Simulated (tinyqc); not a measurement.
Three-phonon processes in a diatomic chain: dispersion, energy and momentum conservation, and decay channels of optical phonons: one step, computed by the program tinyqc.

Cell length a, two atoms, one spring constant. x = q a/pi runs from -1 to 1; A and O are the acoustic and optical branches. Matrix elements are not computed: only conservation laws and occupation factors are followed.

Problem. Band edges. omega^2 = k (1/m + 1/M) -/+ k sqrt((1/m + 1/M)^2 - 4 sin^2(pi x/2)/(m M)); nu = 15.6333042 THz x sqrt(omega^2) for eV/(angstrom^2 u). Acoustic top sqrt(2 k/M), optical bottom sqrt(2 k/m), optical top sqrt(2 k (1/m + 1/M)).

Inputs (values chosen for the exercise, for a model chain): light mass m = 12 u; heavy mass M = 55.4 u; spring constant k = 13 eV/angstrom^2.

Constants: nu for 1 eV/(angstrom^2 u) = 15.6333042 THz.

Give: acoustic top; optical bottom; optical top; optical top over twice the acoustic top; optical bottom over twice the acoustic top; optical width over acoustic top.

Solution.

acoustic top = 10.710 THz

optical bottom = 23.012 THz

optical top = 25.382 THz

optical top over twice the acoustic top = 1.1850

optical bottom over twice the acoustic top = 1.0743

optical width over acoustic top = 0.22131

The zone-centre optical phonon lies above twice the acoustic top (M/m > 3), so its decay into two acoustic phonons is forbidden; at M/m > 4 energy alone forbids it for every optical phonon.
